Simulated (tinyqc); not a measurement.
Hall effect and magnetoresistance of several carrier groups with constant relaxation times. From magnetoresistance MR back to mobility mu2. Computed by tinyqc, a small Python program. Command: `OMP_NUM_THREADS=1 python tinyqc.py 3014201 3014202 out.jsonl hall2 inv`. One thread of a shared host (Intel(R) Xeon(R) Processor @ 2.30GHz), about 0.01 s of CPU time with the checks.

Group 1 has charge +e and group 2 charge +e; s_i is that sign. B lies along z; mu B is formed with mu in m^2/(V s).

Inputs (values chosen for the exercise, for a model conductor):
```
quantity,value,unit
density n1,9.5e+17,1/cm^3
mobility mu1,4900,cm^2/(V s)
density n2,1.6e+19,1/cm^3
magnetic field B,3.7,T
```

Carriers: light and heavy holes. Densities: per volume.

Constants: e = 1.602176634e-19 C.

Method. sigma_xx = sum n_i e mu_i/(1 + mu_i^2 B^2); sigma_xy = sum s_i n_i e mu_i^2 B/(1 + mu_i^2 B^2). rho_xx = sigma_xx/(sigma_xx^2 + sigma_xy^2); Hall coefficient R_H = sigma_xy/(B (sigma_xx^2 + sigma_xy^2)), with B in V s/cm^2 (1 T = 1e-4 V s/cm^2); magnetoresistance MR = rho_xx(B)/rho_xx(0) - 1. Apparent density 1/(e |R_H|); Hall mobility |R_H|/rho_xx.

Problem. A run gave the result below. Find the mobility mu2, known to lie between 610 and 1600 cm^2/(V s).

magnetoresistance MR = 12.09406 %

Solution.

Each step takes the trial c = (a f_b - b f_a)/(f_b - f_a), f being the result less the target and a, b, c the logarithms of the listed values; c replaces end b, the old b replaces a if the sign of f changed, and otherwise f_a is halved.

Scan of the range:
```
mobility mu2 (cm^2/(V s)),magnetoresistance MR (%)
610,20.4706
716,17.1848
841,14.1856
988,11.5004
1160,9.1421
1360,7.1090
1600,5.3305
```

False position (Illinois rule, in the logarithm of the input) inside the bracket:
```
step,end a,end b,trial,magnetoresistance MR (%)
1,841.000,988.000,953.430,12.0665
2,841.000,953.430,950.360,12.1185
3,953.430,950.360,951.801,12.0940
4,950.360,951.801,951.800,12.0941
```

Magnetoresistance MR falls at every point of a 13-point scan of the range (every second point is shown), so one value fits; it is bracketed by 841 and 988. Answer: mobility mu2 = 951.8 cm^2/(V s).
